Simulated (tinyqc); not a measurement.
Inside a calculation. Method: RHF in the 6-311g basis, for H-, spin multiplicity 1. The basis has no diffuse functions, so it cannot describe the extra electron: this is an exercise in the method, not the real anion. One step of it, computed by the program tinyqc.

Problem. Iteration 2: DIIS coefficients. Solve [B -1; -1 0][c; lambda] = [0; -1] for the coefficients, which sum to one.

B (overlaps of the stored error matrices):
$$\begin{pmatrix}
8.0211721e-01 & 1.0381099e-01 \\
1.0381099e-01 & 1.1240211e-01
\end{pmatrix}$$

Give: DIIS coefficients.

Solution.

DIIS coefficients: [0.0122, 0.9878]
